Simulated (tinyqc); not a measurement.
Inside a calculation: WKB tunnelling through a gate dielectric with a two-band (Franz) dispersion. Values are carried at full precision from step to step, so a last printed digit may differ when a step is redone from the rounded ones.

Constants: hbar^2/2m0 = 3.80998211 eV angstrom^2.

Parameters, chosen for this exercise (of the size used for Al2O3 on silicon; shifted at random, so the results belong to these values and not to a real crystal):
```
symbol  value  unit      meaning
phi     2.08   eV        barrier above the electron energy at the emitter
t       57     angstrom  thickness
V       2.4    V         voltage across the layer
Eg      7.25   eV        gap of the dielectric
m       0.26   m0        mass at the conduction edge
```

## Shape of the barrier

Field V/t (1 V/angstrom = 100 MV/cm), the end of the forbidden region x_e = min(t, phi t/V), and u there.

field = 4.21 MV/cm
x_e = 49.40 angstrom
u(x_e) = 0.000 eV

V >= phi: a triangle, Fowler-Nordheim tunnelling into the conduction band of the dielectric.

## Decay constant through the layer

At depth x the conduction edge lies u(x) = phi - V x/t above the electron. Parabolic: kappa = sqrt(m u/c). Franz: kappa = sqrt(m u (1 - u/Eg)/c), which vanishes at both band edges. c = hbar^2/2m0. T = exp(-2 integral of kappa dx) over the region u > 0; no image force, no prefactor, zero transverse momentum. The region ends at x_e = min(t, phi t/V); x_e < t is the Fowler-Nordheim regime.

Nine points x = j x_e/8.

kappa (1/angstrom):
```
x (angstrom),u (eV),parabolic,Franz
0.000,2.0800,0.3768,0.3182
6.175,1.8200,0.3524,0.3050
12.350,1.5600,0.3263,0.2891
18.525,1.3000,0.2978,0.2698
24.700,1.0400,0.2664,0.2466
30.875,0.7800,0.2307,0.2179
37.050,0.5200,0.1884,0.1815
43.225,0.2600,0.1332,0.1308
49.400,0.0000,0.0000,0.0000
```

At the emitter the Franz value is 15.6 % below the parabolic one, the factor sqrt(1 - phi/Eg).

## The integrals by Simpson's rule

Weights 1, 4, 2, 4, 2, 4, 2, 4, 1 times a third of the spacing.

integral of kappa dx: parabolic 12.341, Franz 11.211

## The integrals in closed form

Parabolic: (2/3) sqrt(m/c) (t/V) (phi^(3/2) - u_e^(3/2)). Franz: sqrt(m/c) Eg^(3/2) (t/V) (f(phi/Eg) - f(u_e/Eg)) with f(y) = ((2y - 1) sqrt(y (1 - y)) + arcsin(sqrt y))/4. u_e = max(phi - V, 0). T = exp(-2 I).

integral of kappa dx: parabolic 12.4077, Franz 11.2779

T: parabolic 1.67e-11, Franz 1.60e-10

The two-band dispersion raises T by a factor 9.58.

## Checks

- Franz integral in closed form against adaptive quadrature: both 11.2779.

Run: tinyqc, `OMP_NUM_THREADS=1 python tinyqc.py 1482059 1482060 out.jsonl`; Intel(R) Xeon(R) Processor @ 2.30GHz, one thread, shared host; about 0.01 s of CPU time with all checks.
